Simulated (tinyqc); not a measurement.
From results back to parameters: Gamma, L and X subbands of a thin body with non-parabolic valleys. Three cases, with inputs chosen for the exercise.

Problem. Hard walls; each subband edge rises by e with e (1 + a e) = c (pi/t)^2/m_z, c = hbar^2/2m0. The thickness at which the Gamma and L edges cross was computed from a hidden bulk separation EL.

Constants: hbar^2/2m0 = 3.80998211 eV angstrom^2.

Case 1.

Values chosen (near those of a thin GaSb channel; the results hold for these values, not for the real material):
- mG = 0.0394 m0 (Gamma mass)
- aG = 1.13 1/eV (Gamma non-parabolicity)
- mzL = 1.285 m0 (confinement mass of the lowest L group)
- aS = 0.35 1/eV (non-parabolicity of L and X)

crossing thickness = 115.836 angstrom

Case 2.

Values chosen (near those of a thin GaSb channel; the results hold for these values, not for the real material):
- mG = 0.0383 m0 (Gamma mass)
- aG = 1.14 1/eV (Gamma non-parabolicity)
- mzL = 0.1445 m0 (confinement mass of the lowest L group)
- aS = 0.45 1/eV (non-parabolicity of L and X)

crossing thickness = 115.426 angstrom

Case 3.

Values chosen (near those of a thin GaAs channel; the results hold for these values, not for the real material):
- mG = 0.0675 m0 (Gamma mass)
- aG = 0.58 1/eV (Gamma non-parabolicity)
- mzL = 0.2062 m0 (confinement mass of the lowest L group)
- aS = 0.48 1/eV (non-parabolicity of L and X)

crossing thickness = 26.828 angstrom

Find: rise of Gamma; rise of L; EL.

Solution. At the crossing the rise of Gamma equals EL plus the rise of L.

Case 1.

rise of Gamma = 0.066 eV
rise of L = 0.002 eV
EL = 0.064 eV

Case 2.

rise of Gamma = 0.068 eV
rise of L = 0.019 eV
EL = 0.049 eV

Case 3.

rise of Gamma = 0.579 eV
rise of L = 0.228 eV
EL = 0.351 eV

Computed by tinyqc, one run a case: `OMP_NUM_THREADS=1 python tinyqc.py N N+1 out.jsonl` with N = 1250868, 1250893, 1251012; one thread of a shared Intel(R) Xeon(R) Processor @ 2.30GHz, about 0.04 s a run at most.
